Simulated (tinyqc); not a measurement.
Worked calculation: charge control and current of a heterostructure field-effect transistor. Computed by tinyqc, a small Python program that keeps every step. Command: `OMP_NUM_THREADS=1 python tinyqc.py 3028364 3028365 out.jsonl hemt walk`. One thread of a shared host (Intel(R) Xeon(R) Processor @ 2.30GHz), about 0.01 s of CPU time with the checks. Intermediate numbers are printed to about 6 digits and carried at full precision; extremes and crossings named in words are read from the listed rows.

Two subbands in a triangular well; E_F is counted from the conduction band edge of the channel at the interface.

Inputs (values chosen for the exercise, modelled on AlGaN/GaN): channel mass m = 0.21 m_0; permittivity eps (barrier and channel) = 9.74; barrier thickness d = 14 nm; Schottky barrier phi_B = 1.1 eV; conduction band offset dE_c = 0.28 eV; polarisation charge sigma/e = 1.1e+13 1/cm^2; gate voltage V_G = 0 V; mobility mu = 1600 cm^2/(V s); saturation velocity v_s = 1.4 1e7 cm/s; gate length L = 67 nm; source resistance R_S = 0 ohm mm; temperature T = 300 K; mixing = 0.3; iteration cap = 200.

Charge source: polarisation. Velocity law: two-piece.

Constants: e = 1.602176634e-19 C; eps_0 = 8.8541878128e-12 F/m; k_B = 8.617333262e-05 eV/K; hbar = 1.054571817e-34 J s; m_0 = 9.1093837015e-31 kg; k_B = 1.380649e-23 J/K.

## Threshold and barrier capacitance

Threshold V_T = phi_B - dE_c - sigma d/(eps eps_0) (in volts); C_b = eps eps_0/d.

threshold voltage V_T = -2.04104 V

barrier capacitance C_b = 0.615998 microfarad/cm^2

The device is normally on.

## First iteration

Charge control: n_s = C_b (V_G - V_T - E_F/e)/e. Well: mean field F = e n_s/(2 eps eps_0), E_i = (hbar^2/2m)^(1/3) [(3 pi e F/2)(i + 3/4)]^(2/3), i = 0, 1; n_s = D k_B T sum_i ln(1 + exp((E_F - E_i)/k_B T)), D = m/(pi hbar^2), which is solved in closed form for E_F. Iteration from n_s = C_b (V_G - V_T)/(2e): E_F from n_s, n_out from the charge control, n_new = n_s + mixing (n_out - n_s), kept above n_s/10; stop when |n_out/n_s - 1| < 1e-9.

starting n_s = 3.92365e+12 1/cm^2

E_0 = 144.393 meV

E_1 = 254.017 meV

E_F = 182.170 meV

n_out = 7.14690e+12 1/cm^2

Caution: a density of n_out would put E_F above the conduction band minimum of the barrier, where parallel conduction sets in.

## Sheet density

The formulas are those given above.

Course of the iteration:
```
iteration  n_s (1/cm^2)  E_F (meV)  |n_out/n_s - 1|
1           3.92365e+12    182.170      8.21492e-01
2           4.89062e+12    218.289      4.32952e-01
3           5.52584e+12    240.711      2.52627e-01
4           5.94464e+12    255.052      1.55106e-01
5           6.22125e+12    264.358      9.79952e-02
6           6.40415e+12    270.445      6.29834e-02
7           6.52515e+12    274.444      4.09142e-02
...                 ...        ...              ...
44          6.76223e+12    282.220      9.46673e-09
45          6.76223e+12    282.220      6.27036e-09
46          6.76223e+12    282.220      4.15322e-09
47          6.76223e+12    282.220      2.75092e-09
48          6.76223e+12    282.220      1.82209e-09
49          6.76223e+12    282.220      1.20688e-09
50          6.76223e+12    282.220      7.99385e-10
```

sheet density n_s = 6.76223e+12 1/cm^2

Converged in 50 iterations.

## Levels and gate capacitance

C_g = e dn_s/dV_G = 1/(1/C_b + 1/C_q), 1/C_q = d(E_F/e)/d(e n_s) by a central difference of +/- 0.1 % in n_s; added distance dd = eps eps_0/C_q.

E_0 = 207.560 meV

E_1 = 365.143 meV

E_F = 282.220 meV

share in the second subband = 1.32997 %

gate capacitance C_g = 0.547324 microfarad/cm^2

added distance dd = 1.75663 nm

C_g is 89 % of C_b: the finite density of states and the rise of E_0 act as 1.8 nm of extra barrier. Caution: E_F lies above the conduction band minimum of the barrier, so electrons would spill into the barrier.

## Saturation current

With V = e n_s/C_g and V_c = v_s L/mu: for v = mu F up to v_s, I/W = C_g v_s V_c (sqrt(1 + (V/V_c)^2) - 1) and V_Dsat = V + V_c - sqrt(V^2 + V_c^2); g_m = dI/dV; extrinsic g_m/(1 + g_m R_S); f_T = g_m/(2 pi C_g L).

V = 1.97950 V

V_c = 0.058625 V

V_Dsat = 0.0577571 V

saturation current I/W = 1472.54 mA/mm

intrinsic g_m = 765.917 mS/mm

extrinsic g_m = 765.917 mS/mm

intrinsic f_T = 332.417 GHz

V/V_c = 33.77: velocity saturation rules; I is 97 % of e n_s v_s = 1520 mA/mm.

## Gate length

The formulas are those given above.

Scaling; the last columns are v_s/(2 pi L) and mu V/(2 pi L^2):
```
L (nm)  I/W (mA/mm)  g_m (mS/mm)  extrinsic g_m (mS/mm)    f_T (GHz)  velocity limit (GHz)  mobility limit (GHz)
30          1496.82      766.186                766.186  7.42658e+02               742.723           5.60085e+04
60          1477.11      765.984                765.984  3.71231e+02               371.362           1.40021e+04
120         1438.48      765.177                765.177  1.85420e+02               185.681           3.50053e+03
250         1358.42      761.617                761.617  8.85875e+01                89.127           8.06522e+02
500         1218.17      748.197                748.197  4.35133e+01                44.563           2.01630e+02
1000         987.91      700.837                700.837  2.03795e+01                22.282           5.04076e+01
2000         683.61      574.079                574.079  8.34675e+00                11.141           1.26019e+01
5000         327.18      315.869                315.869  1.83702e+00                 4.456           2.01630e+00
```

f_T scales as L^-1.00 at the short end and L^-1.65 at the long end; the two limits cross at L = mu V/v_s = 2260 nm. g_m tends to C_g v_s = 766 mS/mm. Fringe capacitances and short-channel effects, left out, lower f_T once L is below about ten barrier thicknesses.

Checks made by the program: iterated density against a bracketing root search (relative difference 7e-10).
